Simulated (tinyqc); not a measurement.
CCSD on RHF in the sto-3g basis, frozen core, for BeH+, spin multiplicity 1, step by step. Computed by tinyqc, a small Python program that keeps every step (integrals from PySCF). Settings: charge = 1, multiplicity = 1, basis = sto-3g, method = RHF, frozen orbitals = 1, energy threshold = 1e-10, iteration cap = 50, orthogonalisation = symmetric, start = Wolfsberg-Helmholz matrix, DIIS depth = 6, amplitude equations = CCSD, DIIS depth for amplitudes = 0, cap on updates = 53. Command: `OMP_NUM_THREADS=1 python tinyqc.py 22551 22552 out.jsonl` (the two numbers bound the seeds that draw the settings). One thread of a shared host (Intel(R) Xeon(R) Processor @ 2.60GHz), about 0.3 s of CPU time with the checks. The early iterations of the SCF are left out here.

## One-electron integrals

Geometry (angstrom):
```
atom,x,y,z
Be,0.000000,0.000000,0.000000
H,0.000000,0.000000,1.463000
```

Basis sto-3g: exponents (1/bohr^2) and contraction coefficients of normalised primitives:
```
element,l (shell),exponent,coefficient
Be,s (1),30.167871,0.154329
Be,s (1),5.495115,0.535328
Be,s (1),1.487193,0.444635
Be,s (2),1.314833,-0.099967
Be,s (2),0.305539,0.399513
Be,s (2),0.099371,0.700115
Be,p (3),1.314833,0.155916
Be,p (3),0.305539,0.607684
Be,p (3),0.099371,0.391957
H,s (1),3.425251,0.154329
H,s (1),0.623914,0.535328
H,s (1),0.168855,0.444635
```

Overlap, kinetic and nuclear-attraction integrals over the contracted functions; the nuclear repulsion is the sum of Za Zb / Rab.

nuclear repulsion = 1.44682764 hartree

overlap S, lower triangle:
```
,1Be 1s,1Be 2s,1Be 2px,1Be 2py,1Be 2pz,2H 1s
1Be 1s,1.000000
1Be 2s,0.259517,1.000000
1Be 2px,0.000000,0.000000,1.000000
1Be 2py,0.000000,0.000000,0.000000,1.000000
1Be 2pz,0.000000,0.000000,0.000000,0.000000,1.000000
2H 1s,0.053010,0.411186,0.000000,0.000000,0.488885,1.000000
```

kinetic energy T (hartree), lower triangle:
```
,1Be 1s,1Be 2s,1Be 2px,1Be 2py,1Be 2pz,2H 1s
1Be 1s,6.693975
1Be 2s,-0.033012,0.211111
1Be 2px,0.000000,0.000000,0.660592
1Be 2py,0.000000,0.000000,0.000000,0.660592
1Be 2pz,0.000000,0.000000,0.000000,0.000000,0.660592
2H 1s,-0.014140,0.051461,0.000000,0.000000,0.154677,0.760032
```

nuclear attraction V (hartree), lower triangle:
```
,1Be 1s,1Be 2s,1Be 2px,1Be 2py,1Be 2pz,2H 1s
1Be 1s,-14.922799
1Be 2s,-1.993115,-2.658350
1Be 2px,0.000000,0.000000,-2.605678
1Be 2py,0.000000,0.000000,0.000000,-2.605678
1Be 2pz,-0.015100,-0.133893,0.000000,0.000000,-2.708378
2H 1s,-0.407167,-1.073107,0.000000,0.000000,-1.257284,-2.666580
```

core Hamiltonian H = T + V (hartree), lower triangle:
```
,1Be 1s,1Be 2s,1Be 2px,1Be 2py,1Be 2pz,2H 1s
1Be 1s,-8.228824
1Be 2s,-2.026127,-2.447239
1Be 2px,0.000000,0.000000,-1.945086
1Be 2py,0.000000,0.000000,0.000000,-1.945086
1Be 2pz,-0.015100,-0.133893,0.000000,0.000000,-2.047787
2H 1s,-0.421307,-1.021646,0.000000,0.000000,-1.102607,-1.906548
```

## Two-electron integrals

Functions are numbered as in S; the eight-fold symmetry (ij|kl) = (ji|kl) = (kl|ij) leaves the list below.

Two-electron integrals (ij|kl) in chemists' order, unique and non-zero (hartree):
```
i,j,k,l,(ij|kl)
1,1,1,1,2.298831
2,1,1,1,0.392036
2,1,2,1,0.079539
2,2,1,1,0.570988
2,2,2,1,0.143041
2,2,2,2,0.417683
3,1,3,1,0.014607
3,2,3,1,0.021888
3,2,3,2,0.092265
3,3,1,1,0.569578
3,3,2,1,0.143083
3,3,2,2,0.417589
3,3,3,3,0.449859
4,1,4,1,0.014607
4,2,4,1,0.021888
4,2,4,2,0.092265
4,3,4,3,0.024249
4,4,1,1,0.569578
4,4,2,1,0.143083
4,4,2,2,0.417589
4,4,3,3,0.401360
4,4,4,4,0.449859
5,1,5,1,0.014607
5,2,5,1,0.021888
5,2,5,2,0.092265
5,3,5,3,0.024249
5,4,5,4,0.024249
5,5,1,1,0.569578
5,5,2,1,0.143083
5,5,2,2,0.417589
5,5,3,3,0.401360
5,5,4,4,0.401360
5,5,5,5,0.449859
6,1,1,1,0.079102
6,1,2,1,0.016040
6,1,2,2,0.029088
6,1,3,3,0.028882
6,1,4,4,0.028882
6,1,5,1,0.001421
6,1,5,2,0.002679
6,1,5,5,0.029516
6,1,6,1,0.003393
6,2,1,1,0.192762
6,2,2,1,0.049001
6,2,2,2,0.155985
6,2,3,3,0.150060
6,2,4,4,0.150060
6,2,5,1,0.006417
6,2,5,2,0.039424
6,2,5,5,0.167693
6,2,6,1,0.010932
6,2,6,2,0.086850
6,3,3,1,0.004488
6,3,3,2,0.021034
6,3,5,3,0.006818
6,3,6,3,0.007962
6,4,4,1,0.004488
6,4,4,2,0.021034
6,4,5,4,0.006818
6,4,6,4,0.007962
6,5,1,1,0.207161
6,5,2,1,0.053303
6,5,2,2,0.177931
6,5,3,3,0.167386
6,5,4,4,0.167386
6,5,5,1,0.010419
6,5,5,2,0.061329
6,5,5,5,0.198841
6,5,6,1,0.012425
6,5,6,2,0.112664
6,5,6,5,0.150873
6,6,1,1,0.359661
6,6,2,1,0.093070
6,6,2,2,0.332080
6,6,3,3,0.308036
6,6,4,4,0.308036
6,6,5,1,0.014267
6,6,5,2,0.113268
6,6,5,5,0.379902
6,6,6,1,0.021299
6,6,6,2,0.235021
6,6,6,5,0.323631
6,6,6,6,0.774606
```

## Orthogonalisation

S = U s U^T; symmetric (Loewdin) form X = U s^(-1/2) U^T, so that X^T S X = 1.

eigenvalues of S: 0.349795  0.794440  1.000000  1.000000  1.177588  1.678177

X, lower triangle:
```
,1Be 1s,1Be 2s,1Be 2px,1Be 2py,1Be 2pz,2H 1s
1Be 1s,1.027696
1Be 2s,-0.145025,1.123588
1Be 2px,0.000000,0.000000,1.000000
1Be 2py,0.000000,0.000000,0.000000,1.000000
1Be 2pz,-0.010966,0.112599,0.000000,0.000000,1.130699
2H 1s,0.023061,-0.290581,0.000000,0.000000,-0.338569,1.224214
```

## Iteration 9 (converged): orbitals

converged F (hartree), lower triangle:
```
,1Be 1s,1Be 2s,1Be 2px,1Be 2py,1Be 2pz,2H 1s
1Be 1s,-5.011408
1Be 2s,-1.408576,-0.866992
1Be 2px,0.000000,0.000000,-0.138637
1Be 2py,0.000000,0.000000,0.000000,-0.138637
1Be 2pz,0.017360,-0.134856,0.000000,0.000000,-0.306931
2H 1s,-0.292403,-0.512585,0.000000,0.000000,-0.422481,-0.515604
```

Diagonalise F' = X^T F X, C = X C', fill 2 alpha and 2 beta electrons from the bottom; D = 2 C_occ C_occ^T. Each column has its largest component positive (the first on a tie).

F' = X^T F X (hartree), lower triangle:
```
,1,2,3,4,5,6
1,-4.902551
2,-0.707226,-0.485290
3,0.000000,0.000000,-0.138637
4,0.000000,0.000000,0.000000,-0.138637
5,0.018413,0.008383,0.000000,0.000000,-0.134015
6,-0.023367,-0.338577,0.000000,0.000000,-0.345450,-0.193321
```

orbital energies (hartree): MO1 -5.014242, MO2 -0.714322, MO3 -0.260753, MO4 -0.138637, MO5 -0.138637, MO6 0.274141

coefficients C:
```
,MO1,MO2,MO3,MO4,MO5,MO6
1Be 1s,0.992933,-0.191916,-0.201026,0.000000,0.000000,0.121179
1Be 2s,0.026536,0.575484,0.758157,0.000000,0.000000,-0.688412
1Be 2px,0.000000,0.000000,0.000000,0.471386,0.881927,0.000000
1Be 2py,0.000000,0.000000,0.000000,0.881927,-0.471386,0.000000
1Be 2pz,-0.001854,0.287511,-0.627135,0.000000,0.000000,-0.964336
2H 1s,-0.002431,0.493999,-0.260244,0.000000,0.000000,1.177510
```

D after iteration 9, lower triangle:
```
,1Be 1s,1Be 2s,1Be 2px,1Be 2py,1Be 2pz,2H 1s
1Be 1s,2.045494
1Be 2s,-0.168193,0.663772
1Be 2px,0.000000,0.000000,0.000000
1Be 2py,0.000000,0.000000,0.000000,0.000000
1Be 2pz,-0.114038,0.330818,0.000000,0.000000,0.165332
2H 1s,-0.194440,0.568448,0.000000,0.000000,0.284070,0.488083
```

Within a degenerate level the vectors are fixed only up to a rotation; this is one choice.

## Convergence

Stop when the energy changes by less than 1e-10 hartree and every element of the error matrix X^T (F D S - S D F) X is below 3e-06.

Course of the cycle:
```
iteration,E (hartree),change,largest element of the error matrix
1,-14.62108770,-,1.54e-01
2,-14.64634139,-2.53e-02,4.74e-02
3,-14.65551270,-9.17e-03,2.52e-02
4,-14.65833012,-2.82e-03,4.47e-03
5,-14.65833367,-3.55e-06,2.80e-03
6,-14.65835038,-1.67e-05,2.10e-04
7,-14.65835047,-8.89e-08,3.89e-05
8,-14.65835047,-3.15e-09,1.59e-07
9,-14.65835047,-5.33e-14,2.05e-09
```

PySCF RHF in the same basis = -14.65835047 hartree

Converged in 9 iterations.

## Integrals over molecular orbitals

(pq|rs) = sum C_ip C_jq C_kr C_ls (ij|kl), one index at a time.

one-electron integrals over orbitals h = C^T H C (hartree), lower triangle:
```
,1,2,3,4,5,6
1,-8.219211
2,0.164419,-2.157402
3,0.202439,-0.008221,-1.933451
4,0.000000,0.000000,0.000000,-1.945086
5,0.000000,0.000000,0.000000,0.000000,-1.945086
6,-0.073728,0.185239,-0.049263,0.000000,0.000000,-1.624481
```

Two-electron integrals over orbitals (pq|rs), unique and non-zero (hartree); the lowest 1 orbital is frozen and left out:
```
p,q,r,s,(pq|rs)
2,2,2,2,0.513603
3,2,2,2,-0.067508
3,2,3,2,0.039357
3,3,2,2,0.320340
3,3,3,2,0.030735
3,3,3,3,0.460799
4,2,4,2,0.043253
4,3,4,2,0.031590
4,3,4,3,0.051424
4,4,2,2,0.363412
4,4,3,2,0.022751
4,4,3,3,0.396595
4,4,4,4,0.449859
5,2,5,2,0.043253
5,3,5,2,0.031590
5,3,5,3,0.051424
5,4,5,4,0.024249
5,5,2,2,0.363412
5,5,3,2,0.022751
5,5,3,3,0.396595
5,5,4,4,0.401360
5,5,5,5,0.449859
6,2,2,2,0.050087
6,2,3,2,-0.047975
6,2,3,3,-0.025431
6,2,4,4,-0.059114
6,2,5,5,-0.059114
6,2,6,2,0.121670
6,3,2,2,-0.056037
6,3,3,2,0.033802
6,3,3,3,0.056808
6,3,4,4,0.020958
6,3,5,5,0.020958
6,3,6,2,-0.049820
6,3,6,3,0.051299
6,4,4,2,-0.029151
6,4,4,3,-0.013227
6,4,6,4,0.025573
6,5,5,2,-0.029151
6,5,5,3,-0.013227
6,5,6,5,0.025573
6,6,2,2,0.512684
6,6,3,2,-0.067386
6,6,3,3,0.348816
6,6,4,4,0.367558
6,6,5,5,0.367558
6,6,6,2,0.080349
6,6,6,3,-0.057107
6,6,6,6,0.551460
```

## CCSD: starting amplitudes

t_ij^ab = <ij||ab> / (e_i + e_j - e_a - e_b), whose energy is MP2.

Starting amplitudes (spin orbitals 1a, 1b, ...; amplitudes related by a flip of all spins are not repeated):
```
from,to,t
2a 2b,6a 6b,-0.061545
2a 2b,3a 3b,-0.043386
2a 2b,4a 4b,-0.037566
2a 2b,5a 5b,-0.037566
2a 2b,3a 6b,0.033269
```

correlation energy = -0.01563762 hartree

## CCSD: amplitude update 1

t_i^a D_i^a and t_ij^ab D_ij^ab are set to the remaining terms of the spin-orbital equations, evaluated with the old amplitudes; for the doubles these are <ij||ab> + 1/2 <ab||ef> t_ij^ef + 1/2 <mn||ij> t_mn^ab + P(ij)P(ab) <mb||ej> t_im^ae + terms in t^2 + terms with t1, D the orbital-energy denominators.

Amplitudes after update 1 (spin orbitals 1a, 1b, ...; amplitudes related by a flip of all spins are not repeated):
```
from,to,t
2a 2b,6a 6b,-0.082306
2a 2b,3a 3b,-0.054683
2a 2b,3a 6b,0.049797
2a 2b,4a 4b,-0.045367
2a 2b,5a 5b,-0.045367
2a,3a,0.010930
2a,6a,0.002825
```

correlation energy = -0.02086618 hartree

## CCSD: convergence

E_corr = 1/4 sum <ij||ab> t_ij^ab + 1/2 sum <ij||ab> t_i^a t_j^b; stop when the norm of the change is below 1e-8.

Course of the amplitude iterations:
```
update,correlation energy (hartree),norm of the change
0,-0.01563762,-
1,-0.02086618,7.18e-02
2,-0.02281124,3.22e-02
3,-0.02360860,1.79e-02
4,-0.02397386,1.13e-02
5,-0.02416154,7.57e-03
6,-0.02426799,5.15e-03
7,-0.02433290,3.53e-03
8,-0.02437443,2.43e-03
9,-0.02440181,1.68e-03
10,-0.02442018,1.16e-03
11,-0.02443266,8.01e-04
12,-0.02444118,5.54e-04
13,-0.02444703,3.83e-04
...,...,...
29,-0.02446000,1.05e-06
30,-0.02446001,7.23e-07
31,-0.02446002,5.00e-07
32,-0.02446002,3.46e-07
33,-0.02446003,2.39e-07
34,-0.02446003,1.65e-07
35,-0.02446003,1.14e-07
36,-0.02446003,7.91e-08
37,-0.02446003,5.47e-08
38,-0.02446003,3.78e-08
39,-0.02446003,2.61e-08
40,-0.02446003,1.81e-08
41,-0.02446003,1.25e-08
42,-0.02446003,8.64e-09
```

Converged amplitudes (spin orbitals 1a, 1b, ...; amplitudes related by a flip of all spins are not repeated):
```
from,to,t
2a 2b,6a 6b,-0.089794
2a 2b,3a 3b,-0.079304
2a 2b,3a 6b,0.066923
2a 2b,4a 4b,-0.046560
2a 2b,5a 5b,-0.046560
2a,3a,0.039446
2a,6a,0.010151
```

CCSD total energy = -14.68281051 hartree

T1 diagnostic, norm of the one-spin t1 over sqrt(correlated electrons) = 0.028801

Converged in 42 updates.
